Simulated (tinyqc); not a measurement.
Vacuum evaporation: vapour pressure, source flux, thickness distribution, purity and step coverage: one step, computed by the program tinyqc.

Molecular flow, unit sticking of the metal, no re-evaporation. The background gas is taken as water vapour (18.015 g/mol, collision diameter 0.37 nm) at 300 K.

Question. Vapour pressure and flux. log10(p_v/Pa) = A - B/T; flux from the surface Phi = p_v/sqrt(2 pi m k_B T), m = M u. Mass loss = Phi x area x m; heat of evaporation = ln(10) R B; d ln Phi/dT = ln(10) B/T^2 - 1/(2 T).

Inputs (values chosen for the exercise, modelled on indium, with constants for the liquid):
```
quantity                    value   unit
molar mass M                114.8  g/mol
vapour-pressure constant A  10.41      -
vapour-pressure constant B  12280      K
source temperature T         1170      K
source area                  0.14   cm^2
```

Constants: u = 1.6605390666e-27 kg; k_B = 1.380649e-23 J/K; R = 8.314462618 J/(mol K).

Give: vapour pressure p_v; flux Phi; mass loss; heat of evaporation; change of flux per kelvin.

Answer.

vapour pressure p_v = 0.8209 Pa

flux Phi = 5.901e+17 1/(cm^2 s)

mass loss = 0.05670 g/h

heat of evaporation = 235.1 kJ/mol

change of flux per kelvin = 2.023 %/K

Holding the rate to 1 % needs the temperature to about 0.49 K.
